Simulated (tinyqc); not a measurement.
## Undoped symmetric double-gate MOSFET, analytic potential model: effect of the gate work function less that of the intrinsic body

An undoped body of thickness ts between two equal insulators and tied gates; long channel, electrons only, n = ni exp((psi - V)/Vt) with V the quasi-Fermi potential (0 at the source, Vd at the drain), constant mobility, no quantisation. Across the body psi(x) = V - 2 Vt ln[(ts/(2 beta)) sqrt(q ni/(2 eps0 eps_r Vt)) cos(2 beta x/ts)], x from the centre. Q is the electron charge per area of the whole body.

ni = sqrt(Nc Nv) exp(-Eg/(2 Vt)), Eg in volts; r = eps_r tox/(eox ts); V0 = dphi + 2 Vt ln[(2/ts) sqrt(2 eps0 eps_r Vt/(q ni))]. beta (between 0 and pi/2) solves (Vg - V0 - V)/(2 Vt) = ln(beta) - ln(cos beta) + 2 r beta tan(beta). Q = 8 eps0 eps_r Vt beta tan(beta)/ts; I = mu (1/L)(4 eps0 eps_r/ts)(2 Vt)^2 [g(beta_s) - g(beta_d)] per width, g = beta tan(beta) - beta^2/2 + r beta^2 tan^2(beta), with beta_s at V = 0 and beta_d at V = Vd.  I(low) is taken at Vg = 0.05 V, Qs and I(high) at Vg = 0.8 V.

Inputs (values chosen for the exercise); material values close to those of silicon: temperature T = 300 K; band gap Eg = 1.12 eV; relative permittivity of the semiconductor eps_r = 11.9; conduction-band density of states at T Nc = 2.79e19 cm^-3; valence-band density of states at T Nv = 2.7e19 cm^-3; relative permittivity of the gate insulator eox = 9.2; insulator thickness tox = 2 nm; body thickness ts = 15 nm; channel mobility mu = 110 cm^2/(V s); gate length L = 0.2 um; drain voltage Vd = 0.5 V.

Constants: q = 1.602176634e-19 C, kB = 1.380649e-23 J/K, Vt = kB T/q, eps0 = 8.8541878128e-14 F/cm where lengths are in cm. Results are converted to the units shown.

Effect of the gate work function less that of the intrinsic body:
```
dphi (V),V0 (V),I(low) (nA/um),Qs(high) (nC/cm^2),I(high) (uA/um)
-0.31,0.15136,40.418,3897.6,593.31
-0.26,0.20136,5.9086,3531.7,504.37
-0.21,0.25136,0.85554,3169.8,419.84
-0.16,0.30136,0.12370,2812.6,341.07
-0.11,0.35136,0.017883,2461.1,269.67
-0.06,0.40136,0.0025851,2116.8,206.96
-0.01,0.45136,3.7369e-4,1781.4,153.42
```

As dphi goes from -0.31 to -0.01 V, I(low) falls from 40.4 to 3.74e-4 nA/um and I(high) falls from 593 to 153 uA/um. V0 rises from 0.151 to 0.451 V. In every row the surface density at the source at the higher gate voltage passes 0.3 Nc, where Boltzmann statistics fail.

tinyqc, about 0.01 s, one thread, Intel Xeon 2.30GHz (shared host): `OMP_NUM_THREADS=1 python tinyqc.py 2440098 2440099 out.jsonl`
